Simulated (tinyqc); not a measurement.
Inside a calculation. Method: FCI on RHF in the 6-31g basis, for H2, spin multiplicity 1. One step of it, computed by the program tinyqc.

Question. Iteration 9 (converged): orbitals. Diagonalise F' = X^T F X, C = X C', fill 1 alpha and 1 beta electrons from the bottom; D = 2 C_occ C_occ^T. Each column has its largest component positive (the first on a tie).

converged F (hartree):
```
           1H 1s      1H 2s      2H 1s      2H 2s
1H 1s   0.039071  -0.463198  -0.481891  -0.462770
1H 2s  -0.463198  -0.327551  -0.462770  -0.371783
2H 1s  -0.481891  -0.462770   0.039071  -0.463198
2H 2s  -0.462770  -0.371783  -0.463198  -0.327551
```

X:
```
           1H 1s      1H 2s      2H 1s      2H 2s
1H 1s   1.264584  -0.497647  -0.105657   0.048364
1H 2s  -0.497647   1.801793   0.048364  -0.828418
2H 1s  -0.105657   0.048364   1.264584  -0.497647
2H 2s   0.048364  -0.828418  -0.497647   1.801793
```

Give: F' = X^T F X; orbital energies; coefficients C; D after iteration 9.

Answer.

F' = X^T F X (hartree):
```
         1        2        3        4
1   0.6102  -0.5750  -0.3818  -0.1201
2  -0.5750   0.2602  -0.1201  -0.2023
3  -0.3818  -0.1201   0.6102  -0.5750
4  -0.1201  -0.2023  -0.5750   0.2602
```

orbital energies (hartree): MO1 -0.5571, MO2 0.2009, MO3 0.8434, MO4 1.2536

coefficients C:
```
          MO1      MO2      MO3      MO4
1H 1s  0.3051   0.1484   0.8242  -1.0324
1H 2s  0.3049   1.4197  -0.6940   1.2619
2H 1s  0.3051  -0.1484   0.8242   1.0324
2H 2s  0.3049  -1.4197  -0.6940  -1.2619
```

D after iteration 9:
```
        1H 1s   1H 2s   2H 1s   2H 2s
1H 1s  0.1862  0.1861  0.1862  0.1861
1H 2s  0.1861  0.1860  0.1861  0.1860
2H 1s  0.1862  0.1861  0.1862  0.1861
2H 2s  0.1861  0.1860  0.1861  0.1860
```
